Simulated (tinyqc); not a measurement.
Tunnelling through a thin dielectric with one trap, as a tight-binding chain, step by step. Values are carried at full precision from step to step, so a last printed digit may differ when a step is redone from the rounded ones.

Hopping -t everywhere, t = c/(m a^2), c = hbar^2/2m0; lead sites at 2t (band bottom 0), barrier sites 1 to N at 2t + phi, and site j has U besides. No voltage. Leads give S = -t exp(ika) on sites 1 and N, cos(ka) = 1 - E/(2t). T = (2 t sin(ka))^2 |G_1N|^2, G = (E - H - S)^-1. In the barrier cosh(q a) = 1 + (phi - E)/(2t).

Constants: hbar^2/2m0 = 3.80998211 eV angstrom^2; hbar = 6.58211957e-16 eV s.

Parameters, chosen for this exercise (barrier and mass of the size used for SiO2 on silicon; not measured data):
- a = 2.5 angstrom (site spacing)
- m = 0.43 m0 (mass, the same in leads and barrier)
- phi = 2.86 eV (conduction edge of the barrier above that of the leads)
- U = -2.85 eV (extra energy on the trap site)
- E = 1.67 eV (electron energy)
- N = 7 (barrier sites)
- j = 3 (site of the trap)

## Scales

Form t, ka, q a, and the level of the trap in an endless barrier, Eb = phi + 2t - sqrt(4 t^2 + U^2).

t = 1.41767 eV
ka = 1.147241 rad
q a = 0.88684
Eb = 1.6752 eV

## The matrix E - H - S

Fill it in.

E - H - S (eV):
$$\begin{pmatrix}
-3.44267+1.29239i & 1.41767 & 0.00000 & 0.00000 & 0.00000 & 0.00000 & 0.00000 \\
1.41767 & -4.02534 & 1.41767 & 0.00000 & 0.00000 & 0.00000 & 0.00000 \\
0.00000 & 1.41767 & -1.17534 & 1.41767 & 0.00000 & 0.00000 & 0.00000 \\
0.00000 & 0.00000 & 1.41767 & -4.02534 & 1.41767 & 0.00000 & 0.00000 \\
0.00000 & 0.00000 & 0.00000 & 1.41767 & -4.02534 & 1.41767 & 0.00000 \\
0.00000 & 0.00000 & 0.00000 & 0.00000 & 1.41767 & -4.02534 & 1.41767 \\
0.00000 & 0.00000 & 0.00000 & 0.00000 & 0.00000 & 1.41767 & -3.44267+1.29239i
\end{pmatrix}$$

## Transmission

Invert the matrix; T = (2 t sin(ka))^2 |G_1N|^2.

first row of G (1/eV): [-0.1373-0.7328i, -0.2960-1.654i, -0.7033-3.965i, -0.2870-1.633i, -0.1117-0.6709i, -0.03019-0.2723i, 0.02601-0.1024i]

T = 0.07456

Without the trap T is 1.35e-05: the trap changes it by a factor 5.54e+03 at this energy.

## The resonance

Resonance: the lowest eigenvalue of H + S(E), iterated until its real part equals E (40 rounds from Eb = phi + 2t - sqrt(4t^2 + U^2), the level in an endless barrier). With v the normalised squared amplitudes of that state, Gamma_L = 2 t sin(ka) v_1, Gamma_R = 2 t sin(ka) v_N; Breit-Wigner T = Gamma_L Gamma_R/((E - Er)^2 + (Gamma_L + Gamma_R)^2/4).

Find Er, the two widths, the peak height 4 Gamma_L Gamma_R/(Gamma_L + Gamma_R)^2 and the escape time hbar/(Gamma_L + Gamma_R).

Er = 1.6850 eV

widths (meV): left 45.67, right 1.331

peak height = 0.1101
escape time = 14.0 fs

squared amplitudes: [0.0176, 0.1177, 0.7171, 0.1228, 0.0209, 0.0034, 0.0005]

The nearby leads move the level 9.9 meV above its value in an endless barrier. The trap is closer to the left lead, which takes 97.2 % of the escapes.

## Checks

- T at Er from the chain against the Breit-Wigner peak: both 0.110.
- T without trap against the closed form for a lattice barrier: both 1.345e-05.

Program tinyqc; command `OMP_NUM_THREADS=1 python tinyqc.py 1450273 1450274 out.jsonl`; about 0.1 s on one thread of a shared Intel(R) Xeon(R) Processor @ 2.30GHz.
